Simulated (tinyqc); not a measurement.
# Trench capacitor in an array: capacitance, non-linearity, leakage and relaxation: effects of single changes

A film between two metal electrodes, each interface adding a series capacitance ci. The small-signal permittivity is ek (1 + aq E^2); the field is found with the linear permittivity. Leakage J = J0 sinh(E/Ef). After a voltage step the film passes a relaxation current kr C V tt^(-nr), tt being the time in seconds. The sidewall is a coaxial capacitor with radii a = dm/2 - t and b = dm/2, depth AR dm; the end face is left out.

Values chosen for this exercise; permittivity of the order of that of silicon nitride:
- ek = 7.44 (relative permittivity of the film)
- t = 22 nm (film thickness)
- ci = 210 uF/cm^2 (capacitance of each electrode interface (dead layer and screening))
- aq = 0.0014 cm^2/MV^2 (quadratic field coefficient of the permittivity)
- V = 0.8 V (bias)
- nr = 0.992 (exponent of the relaxation current)
- kr = 0.0093 (strength of the relaxation)
- J0 = 5.7e-10 A/cm^2 (leakage prefactor)
- Ef = 0.17 MV/cm (field for an e-fold rise of the leakage)
- dm = 200 nm (diameter of the hole)
- pt = 320 nm (pitch of the square array)
- rho = 990 uohm cm (resistivity of the inner electrode)
- t0 = 1e-7 s (duration of the write pulse)

Constants: eps0 = 8.8541878128e-14 F/cm where lengths are in cm. Results are converted to the units shown.

Each table varies one quantity; the others keep the values above.

## Capacitance, non-linearity and leakage against thickness

Planar film: Cf = eps0 ek/t, 1/C = 1/Cf + 2/ci, EOT = 3.9 eps0/C, effective permittivity C t/eps0, E = (V/t) C/Cf; quadratic coefficient [C(V)/C - 1]/V^2 with Cf (1 + aq E^2) in C(V).

Capacitance, non-linearity and leakage against thickness:
```
t (nm)	C (uF/cm^2)	EOT (nm)	effective permittivity	E (MV/cm)	quadratic coefficient (ppm/V^2)	J (A/cm^2)
2.5	2.570	1.343	7.258	3.122	2.079e4	0.02689
3.7	1.751	1.972	7.316	2.126	9722	7.698e-5
5.5	1.184	2.916	7.356	1.438	4473	1.345e-6
8.2	0.7973	4.331	7.384	0.9682	2035	8.478e-8
12	0.5461	6.323	7.401	0.6632	957.1	1.409e-8
18	0.3647	9.468	7.414	0.4429	427.6	3.836e-9
27	0.2434	14.19	7.423	0.2956	190.7	1.572e-9
40	0.1644	21.00	7.428	0.1997	87.09	8.345e-10
60	0.1097	31.48	7.432	0.1332	38.77	4.937e-10
```

What does the table show?

C falls from 2.57 to 0.110 uF/cm^2 while the effective permittivity goes from 7.26 to 7.43 (ek = 7.44). EOT is a straight line in t with slope 3.9/ek = 0.524 and intercept 0.0329 nm. The quadratic coefficient goes as t^(-1.94) between the first two rows and t^(-2.00) between the last two (-2 without interfaces), and J falls by 7.74 decades. For t = 2.5, 3.7 direct tunnelling, left out, would add to the leakage.

## Cell against the aspect ratio

Per length 1/c = ln(b/a)/(2 pi eps0 ek) + (1/a + 1/b)/(2 pi ci); cell capacitance c AR dm; per footprint over pt^2; fields c V/(2 pi eps0 ek r) at r = a and b; resistance of the inner electrode rho AR dm/(pi a^2); time constant R C/3 of the distributed line.

The same in every row: field at a (MV/cm) = 0.41161; field at b (MV/cm) = 0.32106.

Result of one run:
```
AR	cell capacitance (fF)	per footprint (uF/cm^2)	R (kohm)	R C/3 (ps)
5	1.6611	1.6222	0.51796	0.28679
```

What becomes of these results when the aspect ratio, depth over diameter AR is changed from 5 to 20, all else the same?

Result of the changed run:
```
AR	cell capacitance (fF)	per footprint (uF/cm^2)	R (kohm)	R C/3 (ps)
20	6.6444	6.4886	2.0718	4.5887
```

The whole series:
```
AR	cell capacitance (fF)	per footprint (uF/cm^2)	R (kohm)	R C/3 (ps)
5	1.6611	1.6222	0.51796	0.28679
10	3.3222	3.2443	1.0359	1.1472
20	6.6444	6.4886	2.0718	4.5887
30	9.9665	9.7330	3.1078	10.325
50	16.611	16.222	5.1796	28.679
70	23.255	22.710	7.2514	56.211
100	33.222	32.443	10.359	114.72
```

As AR goes from 5 to 100, the cell capacitance rises from 1.66 to 33.2 fF, the capacitance per footprint rises from 1.62 to 32.4 uF/cm^2, the ratio of the two fields stays at 1.28 and R C/3 rises from 0.287 to 115 ps; the time constant goes as AR^(2.00) between the first two rows and AR^(2.00) between the last two.

## Charge lost after writing

Planar film: Cf = eps0 ek/t, 1/C = 1/Cf + 2/ci, EOT = 3.9 eps0/C, effective permittivity C t/eps0, E = (V/t) C/Cf. A capacitor written for t0 and then left open loses, as a share of C V, kr (tt^(1 - nr) - t0^(1 - nr))/(1 - nr) by relaxation and J tt/(C V) by leakage; both are taken as small, and rows far outside that range are left out.

The same in every row: leakage current (nA/cm^2) = 2.372.

Result of one run:
```
tt (s)	relaxation current (nA/cm^2)	loss by relaxation (%)	loss by leakage (%)	total loss (%)
1e-6	1.989e6	1.900	9.928e-7	1.900
```

What becomes of these results when the time since the start of the write pulse tt is changed from 1e-6 to 0.001 s, all else the same?

Result of the changed run:
```
tt (s)	relaxation current (nA/cm^2)	loss by relaxation (%)	loss by leakage (%)	total loss (%)
0.001	2102	7.814	9.928e-4	7.815
```

The whole series:
```
tt (s)	relaxation current (nA/cm^2)	loss by relaxation (%)	loss by leakage (%)	total loss (%)
1e-6	1.989e6	1.900	9.928e-7	1.900
1e-5	2.026e5	3.835	9.928e-6	3.835
0.0001	2.064e4	5.806	9.928e-5	5.806
0.001	2102	7.814	9.928e-4	7.815
0.01	214.1	9.859	0.009928	9.869
0.1	21.81	11.94	0.09928	12.04
1	2.221	14.06	0.9928	15.06
10	0.2263	16.22	9.928	26.15
```

The two currents are equal at tt = 0.936 s. The loss by relaxation grows from 1.90 to 16.2 %, by 1.94 points over the first decade and 2.16 over the last, while the loss by leakage grows tenfold a decade. Relaxation is the larger loss in every row. For tt = 1, 10 the falling voltage would already cut the leakage, so the linear estimate overstates the loss.

tinyqc, about 0.01 s, one thread, Intel Xeon 2.30GHz (shared host): `OMP_NUM_THREADS=1 python tinyqc.py 2102114 2102115 out.jsonl`
